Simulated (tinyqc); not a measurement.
Strained alloy layer of GaSb and GaAs on (001) InP, model-solid band line-up: transition against well width.

The layer is x parts of the first compound and 1 - x of the second, grown coherently on the third as substrate and barrier. Rows of the table: lattice constant a, average valence level Ea on an absolute scale, spin-orbit splitting so, gaps at Gamma, X and L, hydrostatic deformation potentials av and ac (Gamma), shear potential b, elastic constants, electron and heavy-hole (along z) masses. All are interpolated linearly in x; gaps get -C x (1 - x), taken wholly in the conduction band; real line-ups can differ from this model by 0.1 eV or more.

In-plane strain e = (a_substrate - a)/a, e_z = -2 (c12/c11) e, volume change 2 e + e_z. With v = 2 e + e_z and d = 2 b (e_z - e): Eav = Ea + av v; E_hh = Eav + so/3 - d/2; E_lh = Eav - so/6 + d/4 + sqrt(so^2 + so d + 9 d^2/4)/2; E_c = Ea + so/3 + EG + ac v (Gamma). Substrate: E_v = Ea + so/3, E_c = E_v + EG. Well depths: dEc = E_c(substrate) - E_c, dEhh = E_hh - E_v(substrate), dElh likewise; strained Gamma gap E_c - max(E_hh, E_lh); positive values confine carriers in the layer. Lowest level of a finite well of width Lw and depth V: kw Lw/2 = arctan(sqrt((mw/mb)(V - E)/E)), kw = sqrt(mw E/C), C = hbar^2/(2 m0), for electrons (dEc) and heavy holes (dEhh), mb from the substrate; transition E_c - E_hh + both levels, without exciton binding; wavelength h c/E.

Values chosen for this exercise:
- x = 0.39 (fraction of the first compound in the layer)
- CG = 1.43 eV (bowing of the Gamma gap)
- CX = 1.2 eV (bowing of the X gap)
- CL = 1.2 eV (bowing of the L gap)

Constants: q = 1.602176634e-19 C, hbar = 1.054571817e-34 J s, h = 6.62607015e-34 J s, m0 = 9.1093837015e-31 kg, c = 299792458 m/s, hbar^2/(2 m0) = 0.0380998212 eV nm^2. Results are converted to the units shown.

Binary compounds, values chosen for the exercise:
```
              close to GaSb  close to GaAs  close to InP
a (angstrom)          6.096          5.653         5.869
Ea (eV)               -6.25          -6.92         -7.04
so (eV)               0.753          0.344         0.111
EG (eV)               0.731           1.43          1.35
EX (eV)                1.04           1.91          2.18
EL (eV)               0.821           1.73          1.93
av (eV)               0.798           1.16          1.28
ac (eV)               -6.77          -7.15         -4.99
b (eV)                -1.99          -1.71         -1.68
c11 (GPa)              89.1            120           101
c12 (GPa)              40.5           54.4          55.3
me (m0)              0.0385         0.0678        0.0789
mh (m0)               0.246          0.351         0.525
```

Results:
```
Lw (nm)  electron level (meV)  heavy-hole level (meV)  transition energy (eV)  wavelength (nm)
1.5                     71.28                   156.5                   1.006             1233
2.1                     66.55                   105.8                  0.9503             1305
3                       58.90                   65.95                  0.9028             1373
4.3                     48.63                   38.79                  0.8653             1433
6.1                     37.45                   22.19                  0.8376             1480
8.7                     26.60                   12.14                  0.8167             1518
18                      10.65                   3.257                  0.7918             1566
25                      6.509                   1.754                  0.7862             1577
```

Estimate the missing row, Lw = 12 nm.

Computed row:
```
Lw (nm)  electron level (meV)  heavy-hole level (meV)  transition energy (eV)  wavelength (nm)
12                      18.33                   6.860                  0.8031             1544
```

With this row back in the table: The wavelength rises from 1233 to 1577 nm, towards 1594 nm for E_c - E_hh alone. The electron level goes as Lw^(-0.20) in the thinnest wells, where it reaches 92.0 % of the depth dEc = 77.4 meV, and as Lw^(-1.50) in the widest. One monolayer (a/2) more shifts the transition by about -11 meV at Lw = 3 nm. For Lw = 18, 25 the layer exceeds hc = 14.1 nm, the single-layer Matthews-Blakeslee thickness for this strain (a capped well tolerates about twice as much).

Program tinyqc, `OMP_NUM_THREADS=1 python tinyqc.py 2690040 2690041 out.jsonl`; Intel Xeon 2.30GHz, shared host, one thread, about 0.01 s.
